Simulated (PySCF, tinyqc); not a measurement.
Inside a calculation. Method: CISD on RHF in the 3-21g basis, for H3+, spin multiplicity 1. The lowest restricted solution is unstable here: a spin-polarised one lies 0.0120 hartree lower (PySCF). One step of it, computed by the program tinyqc.

Question. Integrals over molecular orbitals. (pq|rs) = sum C_ip C_jq C_kr C_ls (ij|kl), one index at a time.

coefficients C:
```
            MO1        MO2        MO3        MO4        MO5        MO6
1H 1s  0.240486   0.000000   0.220416  -0.053290   0.000000  -1.336525
1H 2s  0.459198   0.000000   1.092298  -0.449725   0.000000   1.578744
2H 1s  0.171624   0.241923  -0.164805  -0.907971   0.916062   0.024524
2H 2s  0.202512   0.551092  -0.775672   0.949449  -0.833265  -0.461671
3H 1s  0.171624  -0.241923  -0.164805  -0.907971  -0.916062   0.024524
3H 2s  0.202512  -0.551092  -0.775672   0.949449   0.833265  -0.461671
```

core Hamiltonian H = T + V (hartree):
```
           1H 1s      1H 2s      2H 1s      2H 2s      3H 1s      3H 2s
1H 1s  -0.970268  -1.005243  -0.180896  -0.446620  -0.180896  -0.446620
1H 2s  -1.005243  -1.181348  -0.416296  -0.698476  -0.416296  -0.698476
2H 1s  -0.180896  -0.416296  -0.770580  -0.876356  -0.000253  -0.036165
2H 2s  -0.446620  -0.698476  -0.876356  -0.994468  -0.036165  -0.161108
3H 1s  -0.180896  -0.416296  -0.000253  -0.036165  -0.770580  -0.876356
3H 2s  -0.446620  -0.698476  -0.036165  -0.161108  -0.876356  -0.994468
```

Two-electron integrals (ij|kl) in chemists' order, unique and non-zero (hartree):
```
(11|11) 1.140145   (21|11) 0.611403   (21|21) 0.345152   (22|11) 0.626370
(22|21) 0.380329   (22|22) 0.482957   (31|11) 0.046160   (31|21) 0.027756
(31|22) 0.033873   (31|31) 0.004112   (32|11) 0.119133   (32|21) 0.075518
(32|22) 0.105614   (32|31) 0.012536   (32|32) 0.051379   (33|11) 0.399025
(33|21) 0.256895   (33|22) 0.379533   (33|31) 0.046160   (33|32) 0.226086
(33|33) 1.140145   (41|11) 0.226086   (41|21) 0.128990   (41|22) 0.144700
(41|31) 0.012536   (41|32) 0.034710   (41|33) 0.119133   (41|41) 0.051379
(42|11) 0.303214   (42|21) 0.187187   (42|22) 0.248032   (42|31) 0.022074
(42|32) 0.078106   (42|33) 0.303214   (42|41) 0.078106   (42|42) 0.153149
(43|11) 0.256895   (43|21) 0.164805   (43|22) 0.241200   (43|31) 0.027756
(43|32) 0.128990   (43|33) 0.611403   (43|41) 0.075518   (43|42) 0.187187
(43|43) 0.345152   (44|11) 0.379533   (44|21) 0.241200   (44|22) 0.347611
(44|31) 0.033873   (44|32) 0.144700   (44|33) 0.626370   (44|41) 0.105614
(44|42) 0.248032   (44|43) 0.380329   (44|44) 0.482957   (51|11) 0.046160
(51|21) 0.027756   (51|22) 0.033873   (51|31) 0.001621   (51|32) 0.004804
(51|33) 0.016934   (51|41) 0.008947   (51|42) 0.013552   (51|43) 0.010938
(51|44) 0.016869   (51|51) 0.004112   (52|11) 0.119133   (52|21) 0.075518
(52|22) 0.105614   (52|31) 0.004804   (52|32) 0.015184   (52|33) 0.054807
(52|41) 0.024796   (52|42) 0.041883   (52|43) 0.035400   (52|44) 0.054763
(52|51) 0.012536   (52|52) 0.051379   (53|11) 0.000028   (53|21) 0.000016
(53|22) 0.000016   (53|31) 1.20e-06   (53|32) 3.15e-06   (53|33) 0.000011
(53|41) 0.000006   (53|42) 0.000008   (53|43) 0.000007   (53|44) 0.000010
(53|51) 1.20e-06   (53|52) 3.15e-06   (54|11) 0.008525   (54|21) 0.005283
(54|22) 0.006945   (54|31) 0.000326   (54|32) 0.001000   (54|33) 0.003566
(54|41) 0.001728   (54|42) 0.002783   (54|43) 0.002303   (54|44) 0.003557
(54|51) 0.000810   (54|52) 0.002885   (54|53) 2.24e-07   (54|54) 0.000174
(55|11) 0.399025   (55|21) 0.256895   (55|22) 0.379533   (55|31) 0.016934
(55|32) 0.054807   (55|33) 0.199690   (55|41) 0.085069   (55|42) 0.149439
(55|43) 0.128979   (55|44) 0.199671   (55|51) 0.046160   (55|52) 0.226086
(55|53) 0.000011   (55|54) 0.011614   (55|55) 1.140145   (61|11) 0.226086
(61|21) 0.128990   (61|22) 0.144700   (61|31) 0.008947   (61|32) 0.024796
(61|33) 0.085069   (61|41) 0.045502   (61|42) 0.065701   (61|43) 0.054838
(61|44) 0.082565   (61|51) 0.012536   (61|52) 0.034710   (61|53) 0.000006
(61|54) 0.002393   (61|55) 0.119133   (61|61) 0.051379   (62|11) 0.303214
(62|21) 0.187187   (62|22) 0.248032   (62|31) 0.013552   (62|32) 0.041883
(62|33) 0.149439   (62|41) 0.065701   (62|42) 0.110230   (62|43) 0.096290
(62|44) 0.146484   (62|51) 0.022074   (62|52) 0.078106   (62|53) 0.000008
(62|54) 0.004784   (62|55) 0.303214   (62|61) 0.078106   (62|62) 0.153149
(63|11) 0.008525   (63|21) 0.005283   (63|22) 0.006945   (63|31) 0.000810
(63|32) 0.002885   (63|33) 0.011614   (63|41) 0.002393   (63|42) 0.004784
(63|43) 0.006814   (63|44) 0.008031   (63|51) 0.000326   (63|52) 0.001000
(63|53) 2.24e-07   (63|54) 0.000067   (63|55) 0.003566   (63|61) 0.001728
(63|62) 0.002783   (63|63) 0.000174   (64|11) 0.062986   (64|21) 0.038245
(64|22) 0.048565   (64|31) 0.003406   (64|32) 0.010620   (64|33) 0.038165
(64|41) 0.014551   (64|42) 0.024941   (64|43) 0.024254   (64|44) 0.034955
(64|51) 0.003406   (64|52) 0.010620   (64|53) 1.65e-06   (64|54) 0.000698
(64|55) 0.038165   (64|61) 0.014551   (64|62) 0.024941   (64|63) 0.000698
(64|64) 0.004884   (65|11) 0.256895   (65|21) 0.164805   (65|22) 0.241200
(65|31) 0.010938   (65|32) 0.035400   (65|33) 0.128979   (65|41) 0.054838
(65|42) 0.096290   (65|43) 0.083308   (65|44) 0.128949   (65|51) 0.027756
(65|52) 0.128990   (65|53) 0.000007   (65|54) 0.006814   (65|55) 0.611403
(65|61) 0.075518   (65|62) 0.187187   (65|63) 0.002303   (65|64) 0.024254
(65|65) 0.345152   (66|11) 0.379533   (66|21) 0.241200   (66|22) 0.347611
(66|31) 0.016869   (66|32) 0.054763   (66|33) 0.199671   (66|41) 0.082565
(66|42) 0.146484   (66|43) 0.128949   (66|44) 0.199203   (66|51) 0.033873
(66|52) 0.144700   (66|53) 0.000010   (66|54) 0.008031   (66|55) 0.626370
(66|61) 0.105614   (66|62) 0.248032   (66|63) 0.003557   (66|64) 0.034955
(66|65) 0.380329   (66|66) 0.482957
```

Give: one-electron integrals over orbitals h = C^T H C; Two-electron integrals over orbitals.

Answer.

one-electron integrals over orbitals h = C^T H C (hartree):
```
         1        2        3        4        5        6
1  -1.3022   0.0000  -0.0764   0.0413   0.0000   0.0722
2   0.0000  -1.0444   0.0000   0.0000  -0.0856   0.0000
3  -0.0764   0.0000  -0.8410  -0.1052   0.0000   0.1335
4   0.0413   0.0000  -0.1052   0.0708   0.0000  -0.0185
5   0.0000  -0.0856   0.0000   0.0000   0.1152   0.0000
6   0.0722   0.0000   0.1335  -0.0185   0.0000   0.0057
```

Two-electron integrals over orbitals (pq|rs), unique and non-zero (hartree):
```
(11|11) 0.4800      (21|21) 0.1197      (22|11) 0.3871      (22|22) 0.4139
(31|11) 0.0764      (31|22) -0.0292     (31|31) 0.0938      (32|21) -0.1077
(32|32) 0.1174      (33|11) 0.4134      (33|22) 0.3733      (33|31) 0.0330
(33|33) 0.3869      (41|11) -0.0413     (41|22) -0.0647     (41|31) 0.0233
(41|33) -0.0390     (41|41) 0.0397      (42|21) -0.0632     (42|32) 0.0557
(42|42) 0.0798      (43|11) 0.0643      (43|22) 0.0691      (43|31) -0.0073
(43|33) 0.0508      (43|41) -0.0385     (43|43) 0.0458      (44|11) 0.3719
(44|22) 0.4146      (44|31) -0.0433     (44|33) 0.3646      (44|41) -0.0830
(44|43) 0.0850      (44|44) 0.4481      (51|21) 0.0397      (51|32) -0.0406
(51|42) -0.0532     (51|51) 0.0376      (52|11) 0.0627      (52|22) 0.0919
(52|31) -0.0293     (52|33) 0.0586      (52|41) -0.0553     (52|43) 0.0568
(52|44) 0.1178      (52|52) 0.0787      (53|21) -0.0459     (53|32) 0.0373
(53|42) 0.0581      (53|51) -0.0370     (53|53) 0.0445      (54|21) -0.1655
(54|32) 0.1639      (54|42) 0.1118      (54|51) -0.0764     (54|53) 0.0782
(54|54) 0.2718      (55|11) 0.3792      (55|22) 0.4173      (55|31) -0.0394
(55|33) 0.3685      (55|41) -0.0833     (55|43) 0.0877      (55|44) 0.4503
(55|52) 0.1190      (55|55) 0.4532      (61|11) -0.0722     (61|22) -0.0122
(61|31) -0.0545     (61|33) -0.0572     (61|41) 0.0015      (61|43) -0.0021
(61|44) -0.0078     (61|52) -0.0011     (61|55) -0.0083     (61|61) 0.0839
(62|21) 0.0083      (62|32) -0.0005     (62|42) -0.0072     (62|51) 0.0027
(62|53) -0.0064     (62|54) -0.0080     (62|62) 0.0057      (63|11) -0.0940
(63|22) -0.0237     (63|31) -0.0616     (63|33) -0.0629     (63|41) 0.0063
(63|43) -0.0125     (63|44) -0.0188     (63|52) -0.0086     (63|55) -0.0211
(63|61) 0.0764      (63|63) 0.0796      (64|11) 0.0100      (64|22) -0.0046
(64|31) 0.0127      (64|33) 0.0018      (64|41) 0.0051      (64|43) 0.0006
(64|44) -0.0086     (64|52) -0.0053     (64|55) -0.0070     (64|61) -1.63e-05
(64|63) -0.0040     (64|64) 0.0048      (65|21) 0.0061      (65|32) -0.0092
(65|42) -0.0048     (65|51) 0.0050      (65|53) -0.0014     (65|54) -0.0129
(65|62) -0.0026     (65|65) 0.0038      (66|11) 0.5224      (66|22) 0.3396
(66|31) 0.1598      (66|33) 0.4365      (66|41) -0.0151     (66|43) 0.0454
(66|44) 0.3154      (66|52) 0.0276      (66|55) 0.3245      (66|61) -0.1604
(66|63) -0.1765     (66|64) 0.0197      (66|66) 0.7174
```
